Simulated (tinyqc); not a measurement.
Worked calculation: plane-wave Kohn-Sham cycle with exchange-only LDA in a layered model solid. One step of it, computed by the program tinyqc.

Problem. Iteration 2: potential. V_H(G) = 4 pi rho(G)/G^2 for G != 0 (uniform background); v_x = -(3 rho/pi)^(1/3); V = V_ext + V_H + v_x; Fourier components f(G_m) = (1/N) sum_j f(x_j) exp(-i G_m x_j).

A solid whose potential varies along x alone (atomic units):
```
parameter                      value
period a                   10.200000
cross-section of the cell  33.000000
electrons per cell                 4
grid points                       16
plane waves -n..n, n               2
k points                           4
V1 in V1 cos(2 pi x/a)     -0.540000
```

density after iteration 1 (e/bohr^3): [0.01278970, 0.01293195, 0.01304430, 0.01267082, 0.01189505, 0.01119639, 0.01084137, 0.01073500, 0.01071720, 0.01073500, 0.01084137, 0.01119639, 0.01189505, 0.01267082, 0.01304430, 0.01293195]

Give: Potentials on the grid; V(G_m), m = 0, 1, 2, ....

Solution.

Potentials on the grid (hartree):
```
x         V_ext       V_H      v_x        V
0.0000  -0.5400    0.0413  -0.2303  -0.7290
0.6375  -0.4989    0.0389  -0.2311  -0.6911
1.2750  -0.3818    0.0312  -0.2318  -0.5825
1.9125  -0.2066    0.0177  -0.2296  -0.4185
2.5500        0  4.63e-04  -0.2248  -0.2243
3.1875   0.2066   -0.0169  -0.2203  -0.0306
3.8250   0.3818   -0.0309  -0.2179   0.1330
4.4625   0.4989   -0.0397  -0.2172   0.2419
5.1000   0.5400   -0.0427  -0.2171   0.2802
5.7375   0.4989   -0.0397  -0.2172   0.2419
6.3750   0.3818   -0.0309  -0.2179   0.1330
7.0125   0.2066   -0.0169  -0.2203  -0.0306
7.6500        0  4.63e-04  -0.2248  -0.2243
8.2875  -0.2066    0.0177  -0.2296  -0.4185
8.9250  -0.3818    0.0312  -0.2318  -0.5825
9.5625  -0.4989    0.0389  -0.2311  -0.6911
```

V(G_m), m = 0, 1, 2, ... (hartree): [-0.2246, -0.2526, 0.0000, 0.0003, 0.0001]
